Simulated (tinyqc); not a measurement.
# Gap difference from the gain at two temperatures

Question. When back injection limits the gain, beta = b exp(-dE/(kB T)) with dE the gap reduction of the emitter less that of the base and b constant. Find dE and beta at 300 K.

Constants: q = 1.602176634e-19 C, kB = 1.380649e-23 J/K. Results are converted to the units shown.

T (K): 220  425
beta: 28.474891  603.16454

Solution. ln beta is a straight line in 1/T with slope -dE/kB.

dE = 0.1200 eV
beta at 300 K = 154.0

Numbers from tinyqc (`OMP_NUM_THREADS=1 python tinyqc.py 2320158 2320159 out.jsonl`; about 0.01 s on one thread of a shared Intel Xeon 2.30GHz).
